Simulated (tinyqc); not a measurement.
# Short-channel transistor, virtual-source model with series resistance: two studies

The current per gate width is the charge at the top of the source barrier (the virtual source) times its velocity times a saturation function; al and be are fitting constants of the model. Units: I in uA/um, Rs in ohm um, so I Rs = 1e-6 I Rs in volts; Q in uC/cm^2, so I = 1e-4 Q vx0 Fsat with vx0 in cm/s.

Inputs (values chosen for the exercise): temperature T = 300 K; inversion capacitance Cinv = 1.19 uF/cm^2; velocity at the virtual source vx0 = 1.5e7 cm/s; apparent mobility mu = 890 cm^2/(V s); channel length L = 45 nm; threshold at zero drain voltage VT0 = 0.347 V; drain-induced barrier lowering dl = 0.054 V/V; subthreshold factor n0 = 1.55; growth of n with drain voltage nd = 0 1/V; threshold shift (in units of Vt) from weak to strong inversion al = 3.5; sharpness of saturation be = 2; series resistance of each contact Rs = 70 ohm um.

Constants: q = 1.602176634e-19 C, kB = 1.380649e-23 J/K, Vt = kB T/q. Results are converted to the units shown.

Each table varies one quantity; the others keep the values above.

## Effect of the threshold at zero drain voltage on the on and off currents

Intrinsic voltages Vg' = Vgs - I Rs, Vd' = Vds - 2 I Rs. n = n0 + nd Vd', VT = VT0 - dl Vd', Ff = 1/(1 + exp((Vg' - VT + al Vt/2)/(al Vt))), Q = Cinv n Vt ln(1 + exp((Vg' - VT + al Vt Ff)/(n Vt))), Vdsat = (vx0 L/mu)(1 - Ff) + Vt Ff, Fsat = u/(1 + u^be)^(1/be) with u = Vd'/Vdsat, and I = Q vx0 Fsat per width. I is solved self-consistently. Ion is I at Vgs = Vds = 1.2 V, Ioff at Vgs = 0, Vds = 1.2 V, and Rlin = Vds/I at Vgs = 1.2 V, Vds = 0.05 V.

Result of one run:
```
VT0 (V)	Ion (uA/um)	Ioff (nA/um)	log10(Ion/Ioff)	Rlin (ohm um)
0.25	1587	4356	2.561	186.2
```

What becomes of these results when the threshold at zero drain voltage VT0 is changed from 0.25 to 0.45 V, all else the same?

Result of the changed run:
```
VT0 (V)	Ion (uA/um)	Ioff (nA/um)	log10(Ion/Ioff)	Rlin (ohm um)
0.45	1274	43.41	4.468	199.0
```

The whole series:
```
VT0 (V)	Ion (uA/um)	Ioff (nA/um)	log10(Ion/Ioff)	Rlin (ohm um)
0.15	1743	2.672e4	1.815	181.7
0.2	1665	1.152e4	2.160	183.8
0.25	1587	4356	2.561	186.2
0.3	1509	1490	3.006	188.9
0.35	1431	475.9	3.478	191.8
0.4	1353	145.6	3.968	195.2
0.45	1274	43.41	4.468	199.0
0.5	1196	12.74	4.973	203.4
```

As VT0 goes from 0.15 to 0.5 V, Ion falls from 1740 to 1200 uA/um, Ioff falls from 26700 to 12.7 nA/um and Rlin rises from 182 to 203 ohm um. Ion changes by a factor of 0.686 and Ioff by 4.77e-4. The off current depends on it through an exponential, the on current about linearly. For VT0 = 0.15 to 0.3 V the off current passes 1 uA/um, so the device is hardly off at Vgs = 0.

## Effect of the drain-induced barrier lowering on the on and off currents

Same model as above.

Result of one run:
```
dl (V/V)	Ion (uA/um)	Ioff (nA/um)	log10(Ion/Ioff)	Rlin (ohm um)
0	1350	109.7	4.090	191.7
```

What becomes of these results when the drain-induced barrier lowering dl is changed from 0 to 0.24 V/V, all else the same?

Result of the changed run:
```
dl (V/V)	Ion (uA/um)	Ioff (nA/um)	log10(Ion/Ioff)	Rlin (ohm um)
0.24	1714	3.863e4	1.647	191.5
```

The whole series:
```
dl (V/V)	Ion (uA/um)	Ioff (nA/um)	log10(Ion/Ioff)	Rlin (ohm um)
0	1350	109.7	4.090	191.7
0.04	1414	344.4	3.613	191.7
0.08	1476	1045	3.150	191.6
0.12	1537	3001	2.709	191.6
0.16	1597	7932	2.304	191.6
0.2	1656	1.872e4	1.947	191.5
0.24	1714	3.863e4	1.647	191.5
0.28	1771	6.959e4	1.406	191.5
```

As dl goes from 0 to 0.28 V/V, Ion rises from 1350 to 1770 uA/um, Ioff rises from 110 to 69600 nA/um and Rlin stays near 192 ohm um. Ion changes by a factor of 1.31 and Ioff by 635. The off current depends on it through an exponential, the on current about linearly. For dl = 0.08 to 0.28 V/V the off current passes 1 uA/um, so the device is hardly off at Vgs = 0.

Computed by the program tinyqc: `OMP_NUM_THREADS=1 python tinyqc.py 2380133 2380134 out.jsonl`, one thread of a shared Intel Xeon 2.30GHz, about 0.01 s for the whole run.
